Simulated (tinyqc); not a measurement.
Luttinger-Kohn k.p, four valence bands, step by step. One step of it, computed by the program tinyqc.

Task: Levels at k. Diagonalise the Hermitian matrix.

H(k) at k (eV):
```
,3/2,1/2,-1/2,-3/2
3/2,0.032427,0.040560-0.015022i,-0.009920+0.009657i,0.000000
1/2,0.040560+0.015022i,0.081580,0.000000,-0.009920+0.009657i
-1/2,-0.009920-0.009657i,0.000000,0.081580,-0.040560+0.015022i
-3/2,0.000000,-0.009920-0.009657i,-0.040560-0.015022i,0.032427
```

Give: eigenvalues.

Result:

eigenvalues (eV): 0.0054  0.0054  0.1086  0.1086
